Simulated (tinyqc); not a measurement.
From results back to parameters: metal-induced gap states at the contact of a metal chain and a two-band chain. Five cases, with inputs chosen for the exercise.

Problem. With gap states the barrier for electrons is phi = S (W - chi - p) + p, W being the work function of the metal, S the pinning factor and p the depth of the neutrality level below the conduction edge. The barriers for two metals come from hidden S and p, those of the chain and not of a measured contact.

Find: S, p (eV).

Method. The slope of the barrier against W is S; then p = (phi1 - S (W1 - chi))/(1 - S).

Case 1.

Values chosen (out of a larger set: gap and optical dielectric constant near those of Ge; the chain itself is a model; not measured data): W1 = 4.08 eV (work function of metal 1); W2 = 5.32 eV (of metal 2); chi = 3.98 eV (electron affinity).

barriers (eV): metal 1 0.33125, metal 2 0.42425

Solution.

S, p (eV): 0.075  0.350

Case 2.

Values chosen (out of a larger set: gap and optical dielectric constant near those of Ge; the chain itself is a model; not measured data): W1 = 4.49 eV (work function of metal 1); W2 = 5.28 eV (of metal 2); chi = 4.06 eV (electron affinity).

barriers (eV): metal 1 0.32484, metal 2 0.35960

Solution.

S, p (eV): 0.044  0.320

Case 3.

Values chosen (out of a larger set: gap and optical dielectric constant near those of SiO2; the chain itself is a model; not measured data): W1 = 4.5 eV (work function of metal 1); W2 = 5.42 eV (of metal 2); chi = 0.89 eV (electron affinity).

barriers (eV): metal 1 4.30390, metal 2 4.98746

Solution.

S, p (eV): 0.743  6.310

Case 4.

Values chosen (out of a larger set: gap and optical dielectric constant near those of HfO2; the chain itself is a model; not measured data): W1 = 4.3 eV (work function of metal 1); W2 = 5.45 eV (of metal 2); chi = 2.47 eV (electron affinity).

barriers (eV): metal 1 2.06556, metal 2 2.69461

Solution.

S, p (eV): 0.547  2.350

Case 5.

Values chosen (out of a larger set: gap and optical dielectric constant near those of Si; the chain itself is a model; not measured data): W1 = 4.06 eV (work function of metal 1); W2 = 5.64 eV (of metal 2); chi = 4.14 eV (electron affinity).

barriers (eV): metal 1 0.58576, metal 2 0.72480

Solution.

S, p (eV): 0.088  0.650

Computed by tinyqc, one run a case: `OMP_NUM_THREADS=1 python tinyqc.py N N+1 out.jsonl` with N = 1451157, 1451166, 1451251, 1451262, 1451393; one thread of a shared Intel(R) Xeon(R) Processor @ 2.30GHz, about 0.01 s a run at most.
